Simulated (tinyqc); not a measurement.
What moves the results: band gaps under pressure and temperature from deformation potentials. A value that a table varies takes the place of the one given here.

Murnaghan: V/V0 = (1 + Bp P/B0)^(-1/Bp), B0 = (C11 + 2 C12)/3. Each gap moves by a ln(V/V0) with its volume potential a, and falls with temperature by aV T^2/(T + bV) (Varshni); the two effects are added. No change of phase is considered.

Constants: hc = 1239.841984 eV nm.

Inputs chosen for the exercise (near those of InP, the X and L potentials typical of such crystals; the results hold for these values, not for the real material):
- Eg = 1.448 eV (gap at Gamma to the s-like level at 0 K, 0 GPa)
- EgX = 2.417 eV (gap to X at 0 K, 0 GPa)
- EgL = 1.974 eV (gap to L at 0 K, 0 GPa)
- C11 = 99.5 GPa
- C12 = 56.9 GPa
- Bp = 4.84 (pressure derivative of the bulk modulus)
- aG = -6.53 eV (volume potential of the Gamma gap)
- aX = 1.52 eV (volume potential of the X gap)
- aL = -2.58 eV (volume potential of the L gap)
- aV = (0.37, 0.465, 0.369) meV/K (Varshni alpha of Gamma, X, L)
- bV = (168, 184, 167) K (Varshni beta of Gamma, X, L)
- T = 400 K (temperature)
- P = 3.5 GPa (pressure)

## Gaps against pressure

The last column is the linear form E0 + c1 P for Gamma, c1 = -aG/B0.

Gaps (eV):
```
P (GPa)  ln(V/V0)  Gamma      X      L  lowest  Gamma, linear
0.00       0.0000  1.344  2.290  1.870   Gamma          1.344
0.75      -0.0103  1.411  2.274  1.896   Gamma          1.413
1.50      -0.0201  1.475  2.259  1.922   Gamma          1.482
2.25      -0.0294  1.536  2.245  1.946   Gamma          1.550
3.00      -0.0384  1.594  2.231  1.969   Gamma          1.619
3.75      -0.0470  1.651  2.218  1.991   Gamma          1.688
4.50      -0.0552  1.704  2.206  2.012   Gamma          1.757
5.25      -0.0631  1.756  2.194  2.033   Gamma          1.826
6.00      -0.0708  1.806  2.182  2.052   Gamma          1.895
```

Over 6 GPa Gamma moves by +0.462, L by +0.183 and X by -0.108 eV. Gamma stays lowest. The linear form overshoots by 89 meV at the end, because the crystal stiffens; the gap is linear in ln V, not in P.

## Gaps against temperature

At the pressure P; wavelength hc/E of the lowest gap.

Gaps (eV):
```
T (K)   Gamma       X       L  lowest  wavelength (nm)
0      1.7363  2.3499  2.0879   Gamma            714.1
50     1.7321  2.3449  2.0837   Gamma            715.8
100    1.7225  2.3335  2.0741   Gamma            719.8
200    1.6961  2.3014  2.0477   Gamma            731.0
300    1.6652  2.2634  2.0168   Gamma            744.6
400    1.6321  2.2225  1.9838   Gamma            759.7
500    1.5979  2.1799  1.9496   Gamma            775.9
600    1.5629  2.1364  1.9147   Gamma            793.3
```

From 0 to 100 K the Gamma gap falls by 13.8 meV, from 500 to 600 K by 35.0 meV: quadratic below bV, linear with a slope tending to aV = 0.37 meV/K above. Gamma stays lowest. A pressure of 0.77 GPa, with the slope -aG/B0 at zero pressure, would undo the fall of the Gamma gap from 0 to 300 K.

## What each parameter does

Gaps at P and T. Each row changes one parameter from the base and keeps the others.

Results:
```
case              Gamma (eV)  X (eV)  L (eV)
base                  1.6321  2.2225  1.9838
T = 450 K             1.6151  2.2014  1.9668
C11 = 109.45 GPa      1.6205  2.2252  1.9792
C12 = 62.59 GPa       1.6189  2.2256  1.9786
Bp = 5.324            1.6293  2.2231  1.9827
aG = -5.877 eV        1.6033  2.2225  1.9838
aX = 1.368 eV         1.6321  2.2292  1.9838
aL = -2.322 eV        1.6321  2.2225  1.9724
P = 3.15 GPa          1.6059  2.2286  1.9734
```

The largest shifts from the base row, up to three for each result and ties (the steps differ in size, so this ranks the rows, not the parameters). Gamma (eV): aG -0.0288, P -0.0262, T -0.0170; unchanged at the printed digits by aX and aL. X (eV): T -0.0211, aX +0.0067, P +0.0061; unchanged at the printed digits by aG and aL. L (eV): T -0.0170, aL -0.0114, P -0.0104; unchanged at the printed digits by aG and aX.

(tinyqc, `OMP_NUM_THREADS=1 python tinyqc.py 1081238 1081239 out.jsonl`, Intel(R) Xeon(R) Processor @ 2.30GHz, 1 thread, shared host, about 0.01 s.)
